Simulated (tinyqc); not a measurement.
# One-sided p+-n junction, ionisation integral and breakdown: two studies

A p+ layer at x < 0 and an n drift layer from x = 0. Depletion approximation, built-in voltage neglected. Local ionisation coefficients alpha_n = an exp(-(bn/E)^mx), alpha_p = ap exp(-(bp/E)^mx). Electrons move towards +x, holes towards x = 0.

Values chosen for this exercise; material values close to those of silicon: relative permittivity eps_r = 11.8; prefactor of the electron ionisation coefficient an = 6.77e5 1/cm; field constant for electrons bn = 1.32e6 V/cm; prefactor of the hole ionisation coefficient ap = 1.51e6 1/cm; field constant for holes bp = 2.04e6 V/cm; exponent mx = 1; electron mobility of the drift layer mu = 1380 cm^2/(V s); donor density of the drift layer N = 6.4e14 cm^-3.

Constants: q = 1.602176634e-19 C, eps0 = 8.8541878128e-14 F/cm where lengths are in cm. Results are converted to the units shown.

Each table varies one quantity; the others keep the values above.

## Multiplication against voltage

W = sqrt(2 eps0 eps_r V/(q N)), peak field E0 = q N W/(eps0 eps_r), falling linearly to 0 at W. G(x) = integral from 0 to x of (alpha_n - alpha_p); I_n = integral of alpha_n exp(-G) (electrons injected at x = 0), I_p = integral of alpha_p exp(G(end) - G) (holes injected at the far edge); M = 1/(1 - I). Integrals on a fine grid; BV is where I_n = 1. Here BV = 380.831 V; the Miller exponent is n = ln(1 - 1/M)/ln(V/BV).

Multiplication against voltage:
```
V (V),E0 (kV/cm),I_n,I_p,M_n,M_p,"Miller n, electrons","Miller n, holes"
152,173,0.0587,0.00149,1.06,1.00,3.09,7.08
190,193,0.153,0.00680,1.18,1.01,2.70,7.18
228,212,0.301,0.0225,1.43,1.02,2.34,7.39
267,229,0.492,0.0644,1.97,1.07,2.00,7.72
305,245,0.686,0.164,3.19,1.20,1.69,8.14
328,254,0.796,0.284,4.90,1.40,1.53,8.43
350,262,0.890,0.478,9.06,1.92,1.39,8.74
366,268,0.950,0.700,20.0,3.33,1.29,8.99
375,271,0.981,0.869,52.7,7.61,1.24,9.13
```

M_n rises from 1.062 to 52.7 and M_p from 1.001 to 7.61; both diverge at BV. The Miller exponent for electrons falls from 3.09 to 1.24 and that for holes rises from 7.08 to 9.13, so one exponent describes neither over the whole range. The larger multiplication belongs to electrons, whose coefficient at the peak field of the last row is 6.37 times the other.

## Effect of the drift doping

Same model as above.

Specific on-resistance Ron = W/(q mu N) with constant mobility and full ionisation.

Results:
```
N (cm^-3),BV (V),E0 at BV (kV/cm),W at BV (um),Ron (mohm cm^2),BV^2/Ron (MW/cm^2),eps0 eps_r mu E0^3/4 (MW/cm^2)
5.3e13,2.53e3,203,250,2.13e3,3.01,3.01
1e14,1.54e3,218,142,642,3.72,3.72
2e14,908,236,76.9,174,4.74,4.74
3.8e14,560,255,43.8,52.2,6.01,6.01
7.2e14,349,278,25.2,15.8,7.73,7.73
1.4e15,216,305,14.2,4.59,10.2,10.2
5.1e15,88.6,372,4.76,0.422,18.6,18.6
```

Estimate the missing row, N = 2.7e15 cm^-3.

Computed row:
```
N (cm^-3),BV (V),E0 at BV (kV/cm),W at BV (um),Ron (mohm cm^2),BV^2/Ron (MW/cm^2),eps0 eps_r mu E0^3/4 (MW/cm^2)
2.7e15,137,336,8.12,1.36,13.7,13.7
```

With this row back in the table: BV falls from 2530 to 88.6 V while the critical field rises from 203 to 372 kV/cm. BV goes as N^(-0.78) between the first two rows and N^(-0.68) between the last two (a coefficient proportional to E^7 gives -0.75 without punch-through). Ron goes as BV^(2.54) over the table; the last two columns agree since BV = E0 W/2 and N = eps0 eps_r E0/(q W).

Numbers from tinyqc (`OMP_NUM_THREADS=1 python tinyqc.py 2120057 2120058 out.jsonl`; about 0.05 s on one thread of a shared Intel Xeon 2.30GHz).
